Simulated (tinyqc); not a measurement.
Worked calculation: plane-wave Kohn-Sham cycle with exchange-only LDA in a layered model solid. Computed by tinyqc, a small Python program that keeps every step. Settings: points = 16, plane-wave index or count = 2, electrons = 2, k points = 4, area = 39.0, mixing = 1.0, iteration cap = 67. Command: `OMP_NUM_THREADS=1 python tinyqc.py 25747 25748 out.jsonl` (the two numbers bound the seeds that draw the settings). One thread of a shared host (Intel(R) Xeon(R) Processor @ 2.60GHz), about 0.01 s of CPU time with the checks. Later iterations appear only in the table of the cycle.

## Iteration 1: potential

A solid whose potential varies along x alone (atomic units):
```
parameter,value
period a,11.500000
cross-section of the cell,39.000000
electrons per cell,2
grid points,16
"plane waves -n..n, n",2
k points,4
V1 in V1 cos(2 pi x/a),-0.710000
```

density at the start, on the grid x_j = j a/N (e/bohr^3): 0.004459  0.004459  0.004459  0.004459  0.004459  0.004459  0.004459  0.004459  0.004459  0.004459  0.004459  0.004459  0.004459  0.004459  0.004459  0.004459

V_H(G) = 4 pi rho(G)/G^2 for G != 0 (uniform background); v_x = -(3 rho/pi)^(1/3); V = V_ext + V_H + v_x; Fourier components f(G_m) = (1/N) sum_j f(x_j) exp(-i G_m x_j).

Potentials on the grid (hartree):
```
x,V_ext,V_H,v_x,V
0.0000,-0.7100,0.0000,-0.1621,-0.8721
0.7188,-0.6560,0.0000,-0.1621,-0.8180
1.4375,-0.5020,0.0000,-0.1621,-0.6641
2.1562,-0.2717,0.0000,-0.1621,-0.4338
2.8750,0,0.0000,-0.1621,-0.1621
3.5938,0.2717,0.0000,-0.1621,0.1096
4.3125,0.5020,0.0000,-0.1621,0.3400
5.0312,0.6560,0.0000,-0.1621,0.4939
5.7500,0.7100,0.0000,-0.1621,0.5479
6.4688,0.6560,0.0000,-0.1621,0.4939
7.1875,0.5020,0.0000,-0.1621,0.3400
7.9062,0.2717,0.0000,-0.1621,0.1096
8.6250,0,0.0000,-0.1621,-0.1621
9.3438,-0.2717,0.0000,-0.1621,-0.4338
10.0625,-0.5020,0.0000,-0.1621,-0.6641
10.7812,-0.6560,0.0000,-0.1621,-0.8180
```

V(G_m), m = 0, 1, 2, ... (hartree): -0.1621  -0.3550  0.0000  0.0000  0.0000

## Iteration 1: Hamiltonian at one k

k = 0.1250 2 pi / a

H(m,m') = (k + G_m)^2/2 delta + V(G_m - G_m'), with V(-G) = V(G).

H (hartree), lower triangle:
```
,-2,-1,+0,+1,+2
-2,0.3626
-1,-0.3550,-0.0478
+0,0.0000,-0.3550,-0.1598
+1,0.0000,0.0000,-0.3550,0.0268
+2,0.0000,0.0000,0.0000,-0.3550,0.5119
```

## Iteration 1: levels at that k

Diagonalise the Hermitian matrix.

eigenvalues (hartree): -0.6477  -0.2078  0.1929  0.6058  0.7505

## Iteration 1: new density

Motion across x is left out: the lowest 1 band(s) hold two electrons at each of the k points (j + 1/2)/nk - 1/2. Residual R = rho(out) - rho(in); rho(new) = rho(in) + 1 R. rho(out) = 2/(a A nk) sum |psi|^2 with psi = sum c exp(i G x). Harris energy E = band energy - dV sum rho (V_H/2 + v_x) + (3/4) dV sum rho v_x with rho(in), dV = a A/N, band energy = (2/nk) sum of the filled levels.

rho(out) (e/bohr^3): 0.017236  0.014505  0.008493  0.003255  0.000717  0.000072  0.000002  0.000005  0.000014  0.000005  0.000002  0.000072  0.000717  0.003255  0.008493  0.014505

density after iteration 1 (e/bohr^3): 0.017236  0.014505  0.008493  0.003255  0.000717  0.000072  0.000002  0.000005  0.000014  0.000005  0.000002  0.000072  0.000717  0.003255  0.008493  0.014505

energy per cell = -1.212211 hartree

## Iteration 2: potential

As before.

Potentials on the grid (hartree):
```
x,V_ext,V_H,v_x,V
0.0000,-0.7100,0.3559,-0.2544,-0.6085
0.7188,-0.6560,0.3160,-0.2402,-0.5802
1.4375,-0.5020,0.2126,-0.2009,-0.4903
2.1562,-0.2717,0.0827,-0.1459,-0.3350
2.8750,0,-0.0411,-0.0882,-0.1292
3.5938,0.2717,-0.1415,-0.0409,0.0893
4.3125,0.5020,-0.2138,-0.0133,0.2749
5.0312,0.6560,-0.2571,-0.0168,0.3820
5.7500,0.7100,-0.2715,-0.0235,0.4150
6.4688,0.6560,-0.2571,-0.0168,0.3820
7.1875,0.5020,-0.2138,-0.0133,0.2749
7.9062,0.2717,-0.1415,-0.0409,0.0893
8.6250,0,-0.0411,-0.0882,-0.1292
9.3438,-0.2717,0.0827,-0.1459,-0.3350
10.0625,-0.5020,0.2126,-0.2009,-0.4903
10.7812,-0.6560,0.3160,-0.2402,-0.5802
```

V(G_m), m = 0, 1, 2, ... (hartree): -0.1106  -0.2630  0.0083  0.0066  -0.0013

## Iteration 2: Hamiltonian at one k

k = 0.1250 2 pi / a

As before.

H (hartree), lower triangle:
```
,-2,-1,+0,+1,+2
-2,0.4141
-1,-0.2630,0.0036
+0,0.0083,-0.2630,-0.1083
+1,0.0066,0.0083,-0.2630,0.0783
+2,-0.0013,0.0066,0.0083,-0.2630,0.5633
```

## Iteration 2: levels at that k

As before.

eigenvalues (hartree): -0.4387  -0.0943  0.2157  0.5685  0.6997

## Iteration 2: new density

As before.

rho(out) (e/bohr^3): 0.016072  0.013799  0.008644  0.003823  0.001127  0.000207  0.000025  0.000008  0.000010  0.000008  0.000025  0.000207  0.001127  0.003823  0.008644  0.013799

density after iteration 2 (e/bohr^3): 0.016072  0.013799  0.008644  0.003823  0.001127  0.000207  0.000025  0.000008  0.000010  0.000008  0.000025  0.000207  0.001127  0.003823  0.008644  0.013799

energy per cell = -1.036644 hartree

## Convergence

Stop when sqrt(dV sum R^2) is below 1e-8, dV = a A/N.

Course of the cycle:
```
iteration,E (hartree),norm of the residual
1,-1.212211,1.26e-01
2,-1.036644,9.79e-03
3,-1.036577,1.57e-04
4,-1.036577,4.10e-06
5,-1.036577,1.06e-07
6,-1.036577,2.75e-09
```

Converged in 6 iterations. Before convergence this energy mixes input and output and is not variational, so it may rise towards its limit.
